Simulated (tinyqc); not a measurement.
# Floating body of a partially depleted SOI transistor: body voltage and kink: two studies

Source at 0 V. Channel current Ic = 2 nf K Vt^2 [F(0) - F(Vd)](1 + la Vd), F(V) = ln^2(1 + exp((Vg - VT - nf V)/(2 nf Vt))), VT = VT0 - gb Vb. Saturation voltage Vs = 2 Vt sqrt(F(0)) + 3 Vt, excess Ve = (Vd - Vs + sqrt((Vd - Vs)^2 + 0.0004 V^2))/2, multiplication M1 = Ai Ve exp(-Bl/Ve). Each junction passes D(v) = J1 (exp(v/Vt) - 1) + J2 (exp(v/(2 Vt)) - 1). Bipolar current Ib = bb J1 (exp(Vb/Vt) - 1). The body settles where M1 (Ic + Ib) = D(Vb) + D(Vb - Vd) + Vb/Rb; drain current Id = (1 + M1)(Ic + Ib) - D(Vb - Vd).

Parameters, values chosen for the exercise; values of the order met in partially depleted silicon-on-insulator transistors:
- T = 358 K (temperature)
- VT0 = 0.41 V (threshold at zero body voltage)
- gb = 0.27 (fall of the threshold per volt of body voltage)
- nf = 1.2 (slope factor)
- K = 110 uA/(V^2 um) (gain factor per width)
- la = 0.09 1/V (channel-length modulation factor)
- Ai = 3.68 1/V (impact-ionisation prefactor)
- Bl = 5.5 V (impact-ionisation voltage)
- J1 = 6.3e-11 uA/um (diffusion saturation current of each junction)
- J2 = 2e-7 uA/um (recombination saturation current of each junction)
- bb = 0.5 (gain of the lateral bipolar transistor on the diffusion current)
- Rb = 40000 kohm um (resistance of a weak body tie to the source (1e9 stands for no tie, and the term is then dropped))
- Vg = 0.87 V (gate voltage)
- Vd = 1.3 V (drain voltage)

Constants: q = 1.602176634e-19 C, kB = 1.380649e-23 J/K, Vt = kB T/q. Results are converted to the units shown.

Each table varies one quantity; the others keep the values above.

## Output curve and kink

Rows with more than one solution for Vb (latch) are left out; dId/dVd by a forward difference over 1e-4 V, swing = 1e-4 V over the change of log10 Id; M1 under 1e-12 is printed as 0.

Output curve and kink:

| Vd (V) | Vb (V) | M1 | Id, floating (uA/um) | Id, grounded (uA/um) | ratio | dId/dVd, floating (uS/um) | dId/dVd, grounded (uS/um) |
|---|---|---|---|---|---|---|---|
| 1 | 0.02092 | 4.824e-5 | 10.84 | 10.58 | 1.025 | 6.342 | 0.8859 |
| 1.16 | 0.2199 | 4.030e-4 | 13.66 | 10.73 | 1.274 | 32.43 | 0.9891 |
| 1.32 | 0.5716 | 0.001210 | 19.38 | 10.91 | 1.777 | 16.64 | 1.322 |
| 1.48 | 0.6488 | 0.005204 | 21.11 | 11.17 | 1.890 | 8.604 | 1.983 |
| 1.64 | 0.6896 | 0.01594 | 22.48 | 11.56 | 1.944 | 8.955 | 2.989 |
| 1.8 | 0.7190 | 0.03770 | 24.08 | 12.14 | 1.984 | 11.40 | 4.299 |

What does the table show?

Vb rises from 0.0209 to 0.719 V and the ratio of the currents rises from 1.02 to 1.98. The output conductance with a floating body exceeds the grounded value by the largest factor among the rows, 32.8, at Vd = 1.16 V, where Vb = 0.220 V and M1 = 4.03e-4.

## Transfer curve and swing

Same model as above.

Transfer curve and swing:

| Vg (V) | Vb (V) | M1 | Id, floating (uA/um) | Id, grounded (uA/um) | ratio | swing, floating (mV/decade) | swing, grounded (mV/decade) |
|---|---|---|---|---|---|---|---|
| -0.04 | 1.075e-5 | 0.04671 | 1.742e-6 | 1.741e-6 | 1.000 | 96.40 | 96.40 |
| 0.06 | 4.865e-5 | 0.04662 | 2.302e-5 | 2.301e-5 | 1.000 | 86.35 | 86.37 |
| 0.16 | 5.969e-4 | 0.04629 | 3.330e-4 | 3.316e-4 | 1.004 | 86.39 | 86.75 |
| 0.26 | 0.008220 | 0.04507 | 0.004762 | 0.004501 | 1.058 | 85.84 | 90.71 |
| 0.36 | 0.5596 | 0.02868 | 0.7349 | 0.04948 | 14.85 | 125.4 | 104.2 |
| 0.46 | 0.6099 | 0.01767 | 2.503 | 0.3427 | 7.304 | 255.2 | 140.6 |
| 0.56 | 0.6190 | 0.01013 | 5.251 | 1.328 | 3.955 | 375.1 | 209.3 |
| 0.66 | 0.6140 | 0.005323 | 8.922 | 3.312 | 2.694 | 500.6 | 303.7 |
| 0.76 | 0.5966 | 0.002528 | 13.42 | 6.347 | 2.114 | 636.6 | 411.1 |

Vb goes from 1.08e-5 through a maximum of 0.619 (at Vg = 0.56 V among the rows listed) to 0.597 V. The smallest swing among the rows is 85.8 mV a decade with a floating body (at Vg = 0.26 V) and 86.4 with a grounded one; Vt ln 10 = 71.0. The floating swing is smaller by more than 3 % for Vg = 0.26 V, where the rising Vb lowers the threshold as Vg rises. In the first row the floating body raises the current by a factor of 1.00.

Range of the model: The multiplication law is an empirical form chosen for the exercise; self-heating and capacitive coupling to the body are left out, and the linear laws are rough once Vb passes about 0.7 V or M1 about 0.1.

Computed by the program tinyqc: `OMP_NUM_THREADS=1 python tinyqc.py 2182088 2182089 out.jsonl`, one thread of a shared Intel Xeon 2.30GHz, about 0.2 s for the whole run.
